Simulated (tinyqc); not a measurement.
Inside a calculation: thin-film optics by transfer matrices. Values are carried at full precision from step to step, so a last printed digit may differ when a step is redone from the rounded ones.

Indices N = n + i k. Snell: N0 sin(theta) = N_j sin(theta_j), with Im(N_j cos theta_j) >= 0. Admittance y_j = N_j cos theta_j for s and N_j/cos theta_j for p. Phase delta_j = 2 pi N_j cos theta_j d_j/lambda. Layer matrix [[cos delta, -i sin delta/y], [-i y sin delta, cos delta]], multiplied from the top down to M. (B, C) = M (1, y_sub); r = (y0 B - C)/(y0 B + C), R = |r|^2, T = 4 Re y0 Re y_sub/|y0 B + C|^2, absorbed in the films 1 - R - T.

Parameters, chosen for this exercise (indices near those of resist on Al; the results hold for these values, not for the real material): lam = 365 nm (vacuum wavelength); n0 = 1 (ambient index); n = (1.732, 0.404) (n of resist, substrate); k = (0.026, 4.341) (k in the same order); d = (278) nm (thicknesses, top first); theta = 45 degrees (angle of incidence); pol = s (polarisation).

## Angles, admittances and phases

Form cos theta_j, y_j and delta_j.

cos theta_j: ambient 0.7071, film 1 0.9129+0.0027i, substrate 1.0128+0.0024i

y_j: ambient 0.7071, film 1 1.5811+0.0285i, substrate 0.3988+4.3977i

delta_j (rad): film 1 7.5666+0.1363i

## Layer matrices and their product

Form each matrix and multiply from the top down.

M:
```
                1               2
1  0.2861-0.1311i  0.0135-0.6124i
2  0.0888-1.5293i  0.2861-0.1311i
```

Each matrix has determinant 1, and so has M.

## Reflection and transmission

Close the stack on the substrate.

B, C: 2.9847-0.3160i  0.7795-0.3233i

r = 0.4383+0.1174i
R = 0.2059
T into the substrate = 0.1304
absorbed in the films = 0.6637

The bare substrate would reflect 0.9451.

## Ellipsometric angles

Ellipsometry: rho = tan(Psi) exp(i Delta) = -conj(r_p/r_s) with the r of the admittance formula, Delta in 0 to 360 degrees, so that a bare dielectric at small angles gives Delta = 180.

Repeat the steps for both polarisations.

r_s = 0.4383+0.1174i
r_p = 0.5868+0.2078i
Psi = 53.91 degrees
Delta = 175.50 degrees

## Checks

- R against the recursion of Airy sums from the substrate up: both 0.20591.

Run: tinyqc, `OMP_NUM_THREADS=1 python tinyqc.py 1682402 1682403 out.jsonl`; Intel(R) Xeon(R) Processor @ 2.30GHz, one thread, shared host; about 0.01 s of CPU time with all checks.
